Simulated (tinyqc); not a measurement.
Self-heating of a transistor with one or more fingers, with temperature-dependent conductivity: one step, computed by the program tinyqc.

N long parallel fingers lie on the top face of a slab whose bottom is held at T_0; the top is otherwise insulated, and heat flows in two dimensions. P in W/mm is 1000 P in W/m.

Question. Correction for the falling conductivity. Kirchhoff transformation for kappa = kappa_0 (T/T_0)^-m: T = T_0 [1 - (m - 1) theta/T_0]^(-1/(m - 1)), where theta is the linear rise. The bracket vanishes at the power P T_0/((m - 1) theta).

Inputs (values chosen for the exercise, modelled on gallium oxide): exponent m in kappa ~ T^-m = 1.24; base temperature T_0 = 358 K; power per gate width P = 0.13 W/mm.

Power: power rises with temperature.

largest theta = 41.54424 K

Give: peak temperature; true rise; true rise / linear rise; power at which the formula diverges.

Answer.

peak temperature = 402.7 K

true rise = 44.71 K

true rise / linear rise = 1.076

power at which the formula diverges = 4.668 W/mm

The falling conductivity adds 7.6 % to the rise.
